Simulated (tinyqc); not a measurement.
# Short-channel transistor, virtual-source model with series resistance: supply voltage at a fixed off current

The current per gate width is the charge at the top of the source barrier (the virtual source) times its velocity times a saturation function; al and be are fitting constants of the model. Units: I in uA/um, Rs in ohm um, so I Rs = 1e-6 I Rs in volts; Q in uC/cm^2, so I = 1e-4 Q vx0 Fsat with vx0 in cm/s.

Intrinsic voltages Vg' = Vgs - I Rs, Vd' = Vds - 2 I Rs. n = n0 + nd Vd', VT = VT0 - dl Vd', Ff = 1/(1 + exp((Vg' - VT + al Vt/2)/(al Vt))), Q = Cinv n Vt ln(1 + exp((Vg' - VT + al Vt Ff)/(n Vt))), Vdsat = (vx0 L/mu)(1 - Ff) + Vt Ff, Fsat = u/(1 + u^be)^(1/be) with u = Vd'/Vdsat, and I = Q vx0 Fsat per width. I is solved self-consistently. For each supply Vdd, VT0 is set so that I(Vgs = 0, Vds = Vdd) = 1 nA/um; Ion = I(Vdd, Vdd); C = Cinv L + 0.56 fF/um of parasitic capacitance; delay C Vdd/Ion, energy C Vdd^2.

Inputs (values chosen for the exercise): temperature T = 325 K; inversion capacitance Cinv = 3.36 uF/cm^2; velocity at the virtual source vx0 = 8.32e6 cm/s; apparent mobility mu = 600 cm^2/(V s); channel length L = 25 nm; drain-induced barrier lowering dl = 0.026 V/V; subthreshold factor n0 = 1.23; growth of n with drain voltage nd = 0.1 1/V; threshold shift (in units of Vt) from weak to strong inversion al = 3.5; sharpness of saturation be = 1.8; series resistance of each contact Rs = 120 ohm um.

Constants: q = 1.602176634e-19 C, kB = 1.380649e-23 J/K, Vt = kB T/q. Results are converted to the units shown.

Result of one run:
```
VT0 (V),Ion (uA/um),delay (ps),energy (fJ/um)
0.5597,1175,1.310,1.694
```

Which supply voltage Vdd gave this result: 0.4, 0.5, 0.6, 0.8 or 1.1 V?

Vdd = 1.1 V.

The whole series:
```
Vdd (V),VT0 (V),Ion (uA/um),delay (ps),energy (fJ/um)
0.4,0.5166,24.16,23.18,0.2240
0.5,0.5228,100.6,6.961,0.3500
0.6,0.5290,237.1,3.543,0.5040
0.7,0.5351,406.3,2.412,0.6860
0.8,0.5413,590.7,1.896,0.8960
0.9,0.5474,782.5,1.610,1.134
1,0.5536,978.1,1.431,1.400
1.1,0.5597,1175,1.310,1.694
```

The VT0 needed rises from 0.517 to 0.560 V and Ion rises from 24.2 to 1180 uA/um. The delay falls from 23.2 to 1.31 ps, while the energy grows as Vdd^2. Going from 0.4 to 0.5 V changes the delay by -70 %, going from 1 to 1.1 V by -8.5 %.

Computed by the program tinyqc: `OMP_NUM_THREADS=1 python tinyqc.py 2380098 2380099 out.jsonl`, one thread of a shared Intel Xeon 2.30GHz, about 0.01 s for the whole run.
